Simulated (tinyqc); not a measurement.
# Gate sheet resistance from two finger widths

Inverse problem. At low frequency R = Rsh Wf/(3 L) + B/Wf, where B collects the channel and vertical terms. Find Rsh, B and the width of lowest R.

Inputs (values chosen for the exercise):
```
symbol,value,unit,meaning
L,0.23,um,channel length
```

input resistance of single fingers, contacted at one end, of width 2 and 4.5 um (ohm): 293.98551  182.99517

Answer. R Wf is a straight line in Wf^2; the minimum of R lies where both terms are equal.

Rsh = 10.0 ohm/square
B = 530 ohm um
width of lowest R = 6.05 um

Computed by the program tinyqc: `OMP_NUM_THREADS=1 python tinyqc.py 2262089 2262090 out.jsonl`, one thread of a shared Intel Xeon 2.30GHz, about 0.01 s for the whole run.
